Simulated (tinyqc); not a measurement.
Transfer curve: field-effect mobility of a thin-film transistor with band-tail and deep states (multiple trapping). Computed by tinyqc, a small Python program. Command: `OMP_NUM_THREADS=1 python tinyqc.py 3003224 3003225 out.jsonl tft walk`. One thread of a shared host (Intel(R) Xeon(R) Processor @ 2.30GHz), about 0.05 s of CPU time with the checks.

A thick film in accumulation at small drain voltage. Only free electrons move; trapped ones still screen the gate. N_c and mu_0 are held fixed when T changes, leaving out the T^(3/2) growth of N_c. x = E_0 - psi is the distance of the Fermi level below the band edge.

Inputs (values chosen for the exercise, modelled on amorphous silicon):
```
quantity                                     value         unit
permittivity eps                              11.8            -
effective density of states N_c            2.1e+20       1/cm^3
band mobility mu_0                              12   cm^2/(V s)
tail density at the edge g_t               1.3e+21  1/(eV cm^3)
tail width E_t                                  46          meV
deep-state density g_d                     1.3e+17  1/(eV cm^3)
flat-band Fermi level below the edge, E_0     0.58           eV
equivalent oxide thickness t                   7.6           nm
temperature T                                  300            K
```

Deep states: included.

Constants: k_B = 8.617333262e-05 eV/K; e = 1.602176634e-19 C; eps_0 = 8.8541878128e-12 F/m.

Method:
- F_j(eta) = int_0^infinity x^j/(1 + exp(x - eta)) dx, without a gamma-function factor.
- Integrals over x = E/(k_B T) use 160 Gauss-Legendre points in u = sqrt(x) from 0 to sqrt(max(eta, 0) + 32).
- Free n(x) = N_c (2/sqrt(pi)) F_1/2(-x/k_B T), with F_1/2 from its two-term series in exp(-x/k_B T) for x >= 12 k_B T; tail n_t(x) = int_0^1.2eV g_t exp(-E/E_t)/(1 + exp((x - E)/k_B T)) dE, E counted down from the edge, 120 Gauss-Legendre points; deep charge g_d psi; space charge rho(psi) = n + n_t + g_d psi less its value at psi = 0.
- Poisson: F(psi) = sqrt((2 e/(eps eps_0)) int_0^psi rho dpsi'); V_G - V_FB = psi_s + eps F(psi_s) t/3.9; free sheet density N_f = int (n - n(E_0))/F dpsi; induced sheet density N_i = eps eps_0 F(psi_s)/e; trapezoid rule on 301 even points in psi, the first interval left out of N_f.
- mu_eff = mu_0 N_f/N_i; field-effect mobility mu_FE = mu_0 e (dN_f/dV_G)/C_ox and swing S = dV_G/dlog10(N_f), by a central difference of +/- 2 mV in psi_s; C_ox = 3.9 eps_0/t.

Against the band bending:
```
psi_s (V)  V_G - V_FB (V)  N_f (1/cm^2)  mu_eff (cm^2/(V s))  mu_FE (cm^2/(V s))  S (mV/decade)
0.20               0.2784    8.1624e+07           4.4042e-03          6.9351e-03            115
0.29               0.4430    1.3673e+09           3.7803e-02          7.9774e-02            167
0.36               0.6460    1.1459e+10           1.6956e-01          3.8269e-01            292
0.42               0.9468    6.5754e+10           5.2813e-01          1.2026e+00            533
0.46               1.2767    2.0355e+11           1.0547e+00          2.3583e+00            841
0.51               1.9757    8.0142e+11           2.3138e+00          4.8260e+00           1619
0.55               2.9729    2.2663e+12           3.9580e+00          7.3998e+00           2985
0.59               4.6715    5.7419e+12           5.9529e+00          9.5845e+00           5837
0.64               8.1066    1.4205e+13           8.0501e+00          1.0944e+01          12646
```

The steepest swing among the rows is 115 mV/decade. mu_eff climbs from 0.0044 to 8.1, 67 % of mu_0 in the last row. Between rows 6 and 7 N_f scales as (V_G - V_FB - psi_s)^2.07; an exponential tail holding all the charge would give the larger of 1 and 2 E_t/k_B T - 1, here 2.56, and free charge alone 1; charge in deep states makes the exponent larger and lets it vary with V_G. The last row needs an oxide field above 5 MV/cm, near or beyond breakdown.
